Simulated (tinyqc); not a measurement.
Gap voltage and exponent from three temperatures.

Question. At constant current VBE(T) = Vg0 - a T - eta (kB T/q) ln T, where a is a constant. Find Vg0, eta and dVBE/dT at the middle temperature.

Constants: q = 1.602176634e-19 C, kB = 1.380649e-23 J/K. Results are converted to the units shown.

T (K): 233  253  300
VBE at a constant current (V): 0.9009849957  0.8712198099  0.7997136300

Answer. The relation is linear in Vg0, a and eta, so three points give a linear system; the slope is (VBE - Vg0 - eta kB T/q)/T. eta rests on the curvature of VBE(T) alone, so real fits need accuracy of some tens of microvolts or better.

Vg0 = 1.185 V
eta = 3.000
dVBE/dT = -1.499 mV/K

tinyqc, about 0.01 s, one thread, Intel Xeon 2.30GHz (shared host): `OMP_NUM_THREADS=1 python tinyqc.py 2062199 2062200 out.jsonl`
